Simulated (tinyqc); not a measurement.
# Hot electrons in a saturated n-channel MOSFET, lucky-electron model: effect of the channel length

Beyond pinch-off the lateral field grows as Esat cosh(y/l) over the velocity-saturated region (pseudo-two-dimensional model). Impact ionisation in this region gives the substrate current, which biases the body forward through Rsub. Currents are per width. Local-field laws: they overstate ionisation when the field peak is narrower than an energy relaxation length.

Cox = 3.9 eps0/tox, l = sqrt(3 tox xj), Esat = 2 vs/mu. Overdrive g = Vg - VT + kb Vb; Vdsat = g Esat L/(g + Esat L); Id = Cox vs (g - Vdsat); dV = Vd - Id Rd - Vdsat; Em = sqrt((dV/l)^2 + Esat^2); Isub = Id (Ai/Bi) l Em exp(-Bi/Em). Vb = Rsub Isub is solved self-consistently. Lifetime tau = (Hl/Id)(Isub/Id)^(-m); 1 year = 3.15576e7 s.

Inputs (values chosen for the exercise); values close to those of silicon n-channel devices:
```
symbol  value        unit                                   meaning
tox        17          nm                           oxide thickness
xj        320          nm                            junction depth
VT       0.43           V                                 threshold
mu        330  cm^2/(V s)                        effective mobility
vs      8.8e6        cm/s                       saturation velocity
Ai        2e6        1/cm                      ionisation prefactor
Bi       1.64       MV/cm                          ionisation field
Rd          0      ohm um     resistance of the lightly doped drain
Rsub     3400      ohm um                      substrate resistance
kb       0.23              fall of VT per volt of forward body bias
m         3.1                                     lifetime exponent
Hl       6600     s uA/um                         lifetime constant
Vd        4.1           V                             drain voltage
Vg        1.7           V                              gate voltage
```

Constants: eps0 = 8.8541878128e-14 F/cm where lengths are in cm. Results are converted to the units shown.

Result of one run:

| L (um) | Id (uA/um) | Em (MV/cm) | Isub (uA/um) | Isub/Id | tau (years) |
|---|---|---|---|---|---|
| 0.8 | 52.089 | 0.25007 | 0.28788 | 0.0055268 | 39.997 |

What becomes of these results when the channel length L is changed from 0.8 to 1.1 um, all else the same?

Result of the changed run:

| L (um) | Id (uA/um) | Em (MV/cm) | Isub (uA/um) | Isub/Id | tau (years) |
|---|---|---|---|---|---|
| 1.1 | 40.407 | 0.24508 | 0.19151 | 0.0047395 | 83.026 |

The whole series:

| L (um) | Id (uA/um) | Em (MV/cm) | Isub (uA/um) | Isub/Id | tau (years) |
|---|---|---|---|---|---|
| 0.4 | 84.772 | 0.26405 | 0.70001 | 0.0082575 | 7.0787 |
| 0.57 | 66.924 | 0.25641 | 0.44603 | 0.0066648 | 17.423 |
| 0.8 | 52.089 | 0.25007 | 0.28788 | 0.0055268 | 39.997 |
| 1.1 | 40.407 | 0.24508 | 0.19151 | 0.0047395 | 83.026 |
| 1.6 | 29.413 | 0.24039 | 0.11999 | 0.0040795 | 181.55 |
| 2.3 | 21.300 | 0.23693 | 0.077522 | 0.0036395 | 357.13 |
| 3.2 | 15.724 | 0.23455 | 0.052815 | 0.0033589 | 620.40 |

As L goes from 0.4 to 3.2 um, Em falls from 0.264 to 0.235 MV/cm, Isub falls from 0.700 to 0.0528 uA/um and tau rises from 7.08 to 620 years. From the first row to the last, log10(tau) changes by 1.9: 1.2 from (Isub/Id)^(-m), which holds Em and l, and 0.73 from 1/Id. At L = 0.4 um the saturated region takes over 60 % of L, so using the full L in Vdsat is rough.

Computed by the program tinyqc: `OMP_NUM_THREADS=1 python tinyqc.py 2550159 2550160 out.jsonl`, one thread of a shared Intel Xeon 2.30GHz, about 0.01 s for the whole run.
